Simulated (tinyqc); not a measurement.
Worked calculation: deep level as a short-range spherical well. Values are carried at full precision from step to step, so a last printed digit may differ when a step is redone from the rounded ones.

A spherical well of radius R and depth V0 below the conduction edge, one mass m, c = hbar^2/2m0. The s level at binding Et solves k cot(k R) = -kappa with k = sqrt(m (V0 - Et)/c), kappa = sqrt(m Et/c); it exists for V0 > Vc = c (pi/2R)^2/m. Outside, psi falls as exp(-kappa r)/r.

Constants: hbar^2/2m0 = 3.80998211 eV angstrom^2; fine-structure constant alpha = 0.007297352564; hc = 1239.841984 eV nm; kB = 8.617333262e-05 eV/K; hbar = 6.58211957e-16 eV s.

Values chosen for the exercise (near those of Ge; the results hold for these values, not for the real material):

| symbol | value | unit | meaning |
|---|---|---|---|
| R | 2.3 | angstrom | radius of the well |
| V0 | 17.45 | eV | depth of the well |
| m | 0.125 | m0 | mass |
| n_r | 3.96 |  | refractive index |
| gv | 4 |  | valleys |
| sn | 0.13 | x 1e-16 cm^2 | capture cross-section |
| T | 150 | K | temperature |

## The bound level

Solve for Et; the share outside is [sin^2(kR)/(2 kappa)]/[sin^2(kR)/(2 kappa) + R/2 - sin(2kR)/(4k)].

Et = 0.3895 eV
k = 0.7482 1/angstrom
kappa = 0.1130 1/angstrom
share outside = 0.776
Vc = 14.217 eV

The well is 1.23 times the critical depth. Since dEt/dV0 equals the share inside, 0.22, a 1 % change of V0 moves Et by 10.0 %. The decay length is 8.8 angstrom, 3.8 times R.

## Peak of the photo-ionisation cross-section

Lucovsky model (delta well, plane-wave final states, no local-field factor): sigma = (32 pi alpha c/(3 n_r m Et)) (x - 1)^(3/2)/x^3, x = h nu/Et, c = hbar^2/2m0; 1 angstrom^2 = 1e-16 cm^2.

The maximum lies at x = 2. Give the photon energy, its wavelength and sigma there.

h nu = 0.779 eV
wavelength = 1592 nm
sigma = 60.4 x 1e-18 cm^2

With 78 % of the state outside the well the delta-well form is a fair model. The level lies in the lower half of the host gap, so the peak is above the band edge and exchange with the valence band, left out, would compete.

## Thermal emission

Thermal emission e = sn v Nc exp(-Et/kB T), v = sqrt(6 c kB T/m)/hbar, Nc = 2 gv (m kB T/(4 pi c))^(3/2), c = hbar^2/2m0, one mass for both, degeneracy ratio 1; 1 angstrom = 1e-8 cm.

Give v, Nc, e and 1/e.

v = 2.336 x 1e7 cm/s
Nc = 1.568 x 1e18/cm^3
e = 3.92e-05 1/s
1/e = 2.55e+04 s

## Checks

- Et from the radial equation on a grid against the matching condition, eV: both 0.39.

Run: tinyqc, `OMP_NUM_THREADS=1 python tinyqc.py 1281190 1281191 out.jsonl`; Intel(R) Xeon(R) Processor @ 2.30GHz, one thread, shared host; about 0.01 s of CPU time with all checks.
